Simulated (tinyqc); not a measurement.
What each value does: bond unit of a tetrahedral oxide and its oxygen vacancy in tight binding.

Two sp3 hybrids h1, h2 at eh = (es + 3 ep)/4 point at one oxygen with orbitals s, px, py, pz; x joins the two cations, z bisects the angle phi, and th = (180 - phi)/2. With u = hbar^2/(m d^2) = 2c/d^2, c = hbar^2/2m0: Vhs = -(1.32 + sqrt3 x 1.42) u/2 and Vhp = (1.42 + sqrt3 x 2.22) u/2. <h|s> = Vhs for both; <h1|px> = Vhp cos(th), <h2|px> = -Vhp cos(th); <h|pz> = Vhp sin(th) for both; py is a lone pair. The unit holds 8 electrons. Coupling between units, which widens the levels into bands, is left out.

Constants: hbar^2/2m0 = 3.80998211 eV angstrom^2.

Inputs chosen for the exercise (near tabulated values for SiO2; shifted at random, so the results belong to these values and not to a real crystal): es = -14.84 eV (s level of the cation); ep = -7.65 eV (p level of the cation); eos = -33.88 eV (s level of oxygen); eop = -16.85 eV (p level of oxygen); d = 1.62 angstrom (cation-oxygen distance); phi = 160 degrees (bond angle at oxygen); R = 3.19 angstrom (cation-cation distance across the vacancy).

Spacing from the highest filled to the lowest empty level, excess electrons on oxygen (their number less 6), and the vacancy bond level eh - V2 - eop, V2 = 3.22 x 2c/R^2.

Results for these values:

| case | spacing (eV) | excess on O | vacancy level (eV) |
|---|---|---|---|
| base | 9.9843 | 1.1175 | 4.9913 |

What happens to each result for ep = -7.15 eV, all else kept?

Answer: spacing rises from 9.9843 to 10.3204; excess on O rises from 1.1175 to 1.1391; vacancy level rises from 4.9913 to 5.3663.

The same for each parameter in turn:

| case | spacing (eV) | excess on O | vacancy level (eV) |
|---|---|---|---|
| base | 9.9843 | 1.1175 | 4.9913 |
| es = -14.34 eV | 10.0962 | 1.1248 | 5.1163 |
| ep = -7.15 eV | 10.3204 | 1.1391 | 5.3663 |
| eos = -31.88 eV | 10.1420 | 1.0994 | 4.9913 |
| eop = -16.35 eV | 9.5009 | 1.0918 | 4.4913 |
| d = 1.66 angstrom | 9.7678 | 1.1455 | 4.9913 |
| phi = 152 degrees | 10.2735 | 1.0786 | 4.9913 |
| R = 3.34 angstrom | 9.9843 | 1.1175 | 5.2030 |

(tinyqc, `OMP_NUM_THREADS=1 python tinyqc.py 1450551 1450552 out.jsonl`, Intel(R) Xeon(R) Processor @ 2.30GHz, 1 thread, shared host, about 0.01 s.)
